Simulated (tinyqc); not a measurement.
# MOSFET with velocity saturation and source resistance: what changes with what

Strong inversion, charge Q = Cox (Vg - m V) at channel potential V with Vg the gate overdrive, and drift velocity v = mu E/(1 + mu E/vsat). Integrating along the channel gives I = mu Cox (1/L)(Vg Vd - m Vd^2/2)/(1 + Vd/Vc) per width, Vc = vsat L/mu, which peaks at Vdsat. Units: I in uA/um, Rs in ohm um, so the drop over Rs is 1e-6 I Rs volts.

Values chosen for this exercise: gate capacitance Cox = 2.03 uF/cm^2; mobility at low gate voltage mu0 = 510 cm^2/(V s); mobility degradation th = 0.4 1/V; saturation velocity vsat = 1.2e7 cm/s; body factor m = 1.39; threshold VT = 0.48 V; channel length L = 0.1 um; source resistance Rs = 900 ohm um; gate voltage Vgs = 1.8 V.

Each table varies one quantity; the others keep the values above.

## Effect of the mobility degradation

Vg = Vgs - I Rs - VT (0 if negative), mu = mu0/(1 + th Vg), Vc = vsat L/mu, x = sqrt(1 + 2 Vg/(m Vc)), Vdsat = 2 Vg/(m (1 + x)), Isat = Cox vsat Vg (x - 1)/(x + 1) per width. I = Isat is solved self-consistently; gm = dI/dVgs; Vdsat is the intrinsic value. The velocity at the source is I/(Cox Vg).

Result of one run:
```
th (1/V)  Vc (V)  Vdsat (V)  Isat (uA/um)  gm (uS/um)  velocity at the source/vsat
0.6       0.3417     0.3564         629.3       556.9                       0.3427
```

What becomes of these results when the mobility degradation th is changed from 0.6 to 0 1/V, all else the same?

Result of the changed run:
```
th (1/V)  Vc (V)  Vdsat (V)  Isat (uA/um)  gm (uS/um)  velocity at the source/vsat
0         0.2353     0.3076         680.9       615.6                       0.3953
```

The whole series:
```
th (1/V)  Vc (V)  Vdsat (V)  Isat (uA/um)  gm (uS/um)  velocity at the source/vsat
0         0.2353     0.3076         680.9       615.6                       0.3953
0.2       0.2693     0.3247         662.8       594.6                       0.3761
0.4       0.3048     0.3410         645.6       575.1                       0.3587
0.6       0.3417     0.3564         629.3       556.9                       0.3427
0.8       0.3798     0.3710         613.7       539.8                       0.3282
1         0.4191     0.3850         598.9       523.9                       0.3148
1.2       0.4594     0.3983         584.7       508.9                       0.3024
```

As th goes from 0 to 1.2 1/V, Isat falls from 681 to 585 uA/um, Vdsat rises from 0.308 to 0.398 V and gm falls from 616 to 509 uS/um; the velocity at the source goes from 0.40 to 0.30 of vsat.

## Effect of the channel length

Same model as above.

Results:
```
L (um)   Vc (V)  Vdsat (V)  Isat (uA/um)  gm (uS/um)  velocity at the source/vsat
0.03    0.08772     0.2026         792.3       659.6                       0.5359
0.057    0.1701     0.2693         721.7       620.4                       0.4418
0.11     0.3366     0.3543         631.4       566.2                       0.3448
0.2      0.6285     0.4455         534.7       502.3                       0.2617
0.39      1.265     0.5575         416.0       414.6                       0.1806
0.73      2.436     0.6623         304.8       321.8                       0.1197
2.6       9.065     0.8287         128.3       149.2                      0.04371
5         17.66     0.8797         74.18       89.00                      0.02430
```

Estimate the missing row, L = 1.4 um.

Computed row:
```
L (um)  Vc (V)  Vdsat (V)  Isat (uA/um)  gm (uS/um)  velocity at the source/vsat
1.4      4.793     0.7582         203.1       226.5                      0.07330
```

With this row back in the table: As L goes from 0.03 to 5 um, Isat falls from 792 to 74.2 uA/um, Vdsat rises from 0.203 to 0.880 V and gm falls from 660 to 89.0 uS/um; the velocity at the source goes from 0.54 to 0.024 of vsat. Isat goes as L^(-0.15) between the first two rows and as L^(-0.84) between the last two. For L = 0.03 to 0.057 um the channel is so short that velocity overshoot and near-ballistic transport, left out here, matter.

## Effect of the saturation velocity

Same model as above.

Effect of the saturation velocity:
```
vsat (cm/s)  Vc (V)  Vdsat (V)  Isat (uA/um)  gm (uS/um)  velocity at the source/vsat
4e6          0.1076     0.2871         432.1       370.7                       0.5715
5.6e6        0.1479     0.3066         502.2       436.3                       0.5090
7.8e6        0.2024     0.3233         568.4       499.6                       0.4441
1.1e7        0.2806     0.3378         631.0       560.7                       0.3757
1.5e7        0.3774     0.3483         680.4       609.7                       0.3158
2.1e7        0.5216     0.3574         725.6       655.3                       0.2552
3e7          0.7370     0.3647         764.0       694.6                       0.1984
```

As vsat goes from 4e6 to 3e7 cm/s, Isat rises from 432 to 764 uA/um, Vdsat rises from 0.287 to 0.365 V and gm rises from 371 to 695 uS/um; the velocity at the source goes from 0.57 to 0.20 of vsat. Isat goes as vsat^(0.45) between the first two rows and as vsat^(0.14) between the last two.

Program tinyqc, `OMP_NUM_THREADS=1 python tinyqc.py 2500115 2500116 out.jsonl`; Intel Xeon 2.30GHz, shared host, one thread, about 0.01 s.
